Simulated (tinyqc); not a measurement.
## Current crowding under a contact, resistor ladder against the transmission-line model: convergence with the number of cells

A metal contact of length d and width W on a thin layer of the same width. The metal has no resistance, the sheet resistance under it equals Rsh, and current enters the layer at the front edge x = 0.

Cut the contact into n cells of length hc = d/n. Neighbouring cell centres are joined by a = W/(Rsh hc), each centre joins the metal (0 V) by g = W hc/rc, and I enters cell 1 through half a cell: -a v_(i-1) + b_i v_i - a v_(i+1) = I for i = 1 and 0 otherwise, b_i = g + 2 a (g + a at both ends). Rc = v_1/I + 1/(2 a). The error is against Transfer length Lt = sqrt(rc/Rsh); front resistance Rc = (Rsh Lt/W) coth(d/Lt); end resistance Re = (Rsh Lt/W)/sinh(d/Lt).

Inputs (values chosen for the exercise):

| symbol | value | unit | meaning |
|---|---|---|---|
| Rsh | 110 | ohm/sq | sheet resistance of the semiconductor layer |
| rc | 1.4e-5 | ohm cm^2 | specific contact resistivity |
| d | 1.6 | um | contact length |
| W | 390 | um | contact width |

Results:
```
n      hc/Lt  Rc (ohm)  error (%)
1     0.4485     2.469       3.23
2     0.2242     2.411      0.811
8    0.05606     2.393     0.0508
16   0.02803     2.392     0.0127
32   0.01402     2.392    3.17e-3
64  0.007008     2.392    7.93e-4
```

Estimate the missing row, n = 4.

Computed row:
```
n   hc/Lt  Rc (ohm)  error (%)
4  0.1121     2.397      0.203
```

With this row back in the table: The exact Rc is 2.3920 ohm. The error falls from 3.2 % to 7.9e-4 %, by a factor of 4.0 over the last doubling: second order in the cell length.

tinyqc, about 0.01 s, one thread, Intel Xeon 2.30GHz (shared host): `OMP_NUM_THREADS=1 python tinyqc.py 2760070 2760071 out.jsonl`
